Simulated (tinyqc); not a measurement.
Vertical double-diffused power MOSFET, components of the on-resistance: one step of the calculation.

Stripe cells of pitch Wp + a, two channels a cell. Current flows through the channels, spreads in the accumulation layer, passes the gap between the p bodies and spreads at 45 degrees into the drift layer below them. Low drain voltage, full ionisation.

Task. Drift layer. Triangular field at breakdown with Ec = Kc N^(1/8): BV = eps0 eps_r Ec^2/(2 q N), so N = (eps0 eps_r Kc^2/(2 q BV))^(4/3); W = 2 BV/Ec; mu = mud (T/300 K)^(-bt); rho = 1/(q mu N); ideal resistance rho W.

Parameters, values chosen for the exercise; bulk values close to those of gallium nitride:
- T = 300 K (temperature)
- eps_r = 9.27 (relative permittivity)
- Kc = 25300 V/cm per (cm^-3)^(1/8) (critical-field constant)
- BV = 6500 V (rated breakdown voltage of the drift layer)
- mud = 894 cm^2/(V s) (drift mobility at 300 K)
- bt = 2.1 (temperature exponent of the drift mobility)

Constants: q = 1.602176634e-19 C, eps0 = 8.8541878128e-14 F/cm where lengths are in cm. Results are converted to the units shown.

Wanted: N; Ec; W; mu; rho; ideal resistance.

Result.

N = 1.594e15 cm^-3
Ec = 2.011 MV/cm
W = 64.64 um
mu = 894.0 cm^2/(V s)
rho = 4.381 ohm cm
ideal resistance = 28.32 mohm cm^2

Computed by the program tinyqc: `OMP_NUM_THREADS=1 python tinyqc.py 2230019 2230020 out.jsonl`, one thread of a shared Intel Xeon 2.30GHz, about 0.01 s for the whole run.
